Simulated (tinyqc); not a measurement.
Finnis-Sinclair potential for a bcc metal: fit to cohesion and elasticity, then vacancy, surfaces and structure: one step, computed by the program tinyqc. Command: `OMP_NUM_THREADS=1 python tinyqc.py 3111497 3111498 out.jsonl fsfit walk`. One thread of a shared host (Intel(R) Xeon(R) Processor @ 2.30GHz), about 0.01 s of CPU time with the checks.

E = (1/2) sum V(r) - A sqrt(rho), rho = sum phi(r), phi = (r - d)^2 for r < d, V = (r - c)^2 (c0 + c1 r + c2 r^2) for r < c. In bcc the 8 first neighbours lie at sqrt(3) a/2 and the 6 second at a; both cut-offs lie below the third shell; Omega = a^3/2; E is per atom and z the number of atoms in a shell. The four constants A, c0, c1, c2 are fitted to E_c, zero pressure, B and C12 - C44 alone, so C44 and C11 - C12 are not matched singly; defects are unrelaxed.

Task: Density sums and the constant A. rho = sum z phi, rho1 = sum z r phi', rho2 = sum z r^2 phi''. At zero pressure the effective pair part V + 2 F' phi obeys C12 = C44, so C12 - C44 = F'' (rho1/3)^2/Omega with F'' = A/(4 rho^(3/2)); this gives A.

Inputs (values chosen for the exercise, modelled on vanadium):

| quantity | value | unit |
|---|---|---|
| lattice constant a | 3.04 | angstrom |
| target C12 | 116 | GPa |
| target C44 | 43.5 | GPa |
| density cut-off d/a | 1.214 | - |

Constants: 1 eV/angstrom^3 = 160.2176634 GPa.

Give: rho; rho1; rho2; A.

Result:

rho = 11.492 angstrom^2

rho1 = -68.292 angstrom^2

rho2 = 221.7984 angstrom^2

A = 1.9114 eV/angstrom
